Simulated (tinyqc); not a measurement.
Inside a calculation. Method: Jacobi rotations on a symmetric matrix. Computed by tinyqc, a small Python program that keeps every step. Settings: method = jacobi. Command: `OMP_NUM_THREADS=1 python tinyqc.py 26034 26035 out.jsonl` (the two numbers bound the seeds that draw the settings). One thread of a shared host (Intel(R) Xeon(R) Processor @ 2.60GHz), about 0.01 s of CPU time with the checks.

## Jacobi rotation 1

A, lower triangle:
```
           1          2          3          4          5         6
1   1.072000
2   0.496000   1.687000
3   1.486000   0.609000   2.569000
4  -0.169000  -0.319000   1.290000   3.288000
5   1.573000  -0.071000  -1.352000  -0.184000   3.592000
6  -0.466000   1.870000  -0.166000   0.702000  -1.009000  3.745000
```

Take the largest off-diagonal element A_pq; tan 2 theta = 2 A_pq / (A_qq - A_pp) with |theta| <= pi/4; A' = J^T A J with J_pp = J_qq = cos, J_pq = sin, J_qp = -sin.

p, q, theta (rad): 2.000000  6.000000  0.533874

A', lower triangle:
```
           1          2          3          4          5         6
1   1.072000
2   0.664112   0.581582
3   1.486000   0.608726   2.569000
4  -0.169000  -0.631837   1.290000   3.288000
5   1.573000   0.452332  -1.352000  -0.184000   3.592000
6  -0.148752   0.000000   0.167003   0.441981  -0.904720  4.850418
```

## Jacobi rotation 2

As before.

p, q, theta (rad): 1.000000  5.000000  0.447718

A', lower triangle:
```
           1          2          3          4          5         6
1   0.316577
2   0.402837   0.581582
3   1.924830   0.608726   2.569000
4  -0.072688  -0.631837   1.290000   3.288000
5   0.000000   0.695249  -0.575440  -0.239026   4.347423
6   0.257571   0.000000   0.167003   0.441981  -0.879944  4.850418
```

## All rotations

The off-diagonal norm falls at every rotation.

Rotations:

| step | p | q | theta | off-diagonal norm |
|---|---|---|---|---|
| 1 | 2 | 6 | 0.533874 | 4.63e+00 |
| 2 | 1 | 5 | 0.447718 | 4.06e+00 |
| 3 | 1 | 3 | 0.520704 | 3.01e+00 |
| 4 | 3 | 4 | -0.697459 | 2.59e+00 |
| 5 | 2 | 4 | -0.406911 | 2.22e+00 |
| 6 | 5 | 6 | -0.646204 | 1.83e+00 |
| 7 | 3 | 6 | 0.496642 | 1.53e+00 |
| 8 | 2 | 5 | 0.162588 | 1.28e+00 |
| 9 | 1 | 4 | -0.140024 | 1.05e+00 |
| 10 | 1 | 3 | -0.076011 | 9.00e-01 |
| 11 | 2 | 3 | 0.078350 | 7.71e-01 |
| ... | ... | ... | ... | ... |
| 34 | 1 | 2 | -0.000219 | 3.13e-04 |
| 35 | 4 | 5 | -0.000223 | 1.03e-04 |
| 36 | 1 | 4 | 0.000019 | 8.04e-06 |
| 37 | 2 | 4 | -1.90e-06 | 3.07e-06 |
| 38 | 3 | 4 | -1.15e-06 | 2.01e-06 |
| 39 | 2 | 5 | 2.27e-07 | 1.62e-06 |
| 40 | 1 | 3 | -1.59e-07 | 1.12e-06 |
| 41 | 3 | 6 | 4.59e-07 | 2.82e-07 |
| 42 | 1 | 5 | 3.28e-08 | 1.78e-07 |
| 43 | 2 | 6 | 1.76e-08 | 1.02e-07 |
| 44 | 4 | 6 | 2.33e-08 | 1.01e-09 |

eigenvalues: -0.953353  0.078381  2.841409  3.779843  4.268132  5.938589
